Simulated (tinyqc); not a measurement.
From rim height H back to contact angle on the substrate theta: capillary instabilities by surface diffusion: grooving and agglomeration of films, edge retraction, wire break-up and smoothing of roughness. Computed by tinyqc, a small Python program. Command: `OMP_NUM_THREADS=1 python tinyqc.py 3017987 3017988 out.jsonl dewet inv`. One thread of a shared host (Intel(R) Xeon(R) Processor @ 2.30GHz), about 0.01 s of CPU time with the checks.

Isotropic surface energy; shapes change by surface diffusion alone.

Inputs (values chosen for the exercise, of the order of those of a copper film):
```
quantity                  value        unit
surface energy gamma_s     1.74       J/m^2
atomic volume Omega        11.8  angstrom^3
surface sites nu            8.7      1/nm^2
prefactor D0            0.00043       m^2/s
activation energy Q       0.972          eV
temperature T               514           K
time t                     4700           s
film thickness h             50          nm
```

Constants: k_B = 8.617333262e-05 eV/K; k_B = 1.380649e-23 J/K.

Method. B = D_s nu gamma_s Omega^2/(k_B T), D_s = D0 exp(-Q/(k_B T)). A rim shaped as a circular segment with contact angle theta holds the area h x; its radius r obeys r^2 (theta - sin theta cos theta) = h x. To advance, the edge must carry a strip of the rim height H = r (1 - cos theta) over the rim, driven by the curvature 1/r over the distance r theta (the scaling argument of Brandon and Bradshaw): H dx/dt = B/(theta r^2) gives x^(5/2) = (5/2) B t c^(3/2)/(theta (1 - cos theta) h^(3/2)), c = theta - sin theta cos theta.

Task: A run gave the result below. Find the contact angle on the substrate theta, known to lie between 91 and 150 degrees.

rim height H = 118.8104 nm

Result:

Each step takes the trial c = (a f_b - b f_a)/(f_b - f_a), f being the result less the target and a, b, c the logarithms of the listed values; c replaces end b, the old b replaces a if the sign of f changed, and otherwise f_a is halved.

Scan of the range:
```
contact angle on the substrate theta (degrees)  rim height H (nm)
91.0                                                       98.549
98.9                                                      103.929
107.0                                                     109.005
117.0                                                     114.626
127.0                                                     119.489
138.0                                                     123.885
150.0                                                     127.412
```

False position (Illinois rule, in the logarithm of the input) inside the bracket:
```
step    end a    end b    trial  rim height H (nm)
1     117.000  127.000  125.555            118.835
2     117.000  125.555  125.450            118.787
3     125.555  125.450  125.500            118.810
4     125.450  125.500  125.500            118.810
```

rim height H rises at every point of a 13-point scan of the range (every second point is shown), so one value fits; it is bracketed by 117 and 127. Answer: contact angle on the substrate theta = 125.5 degrees.
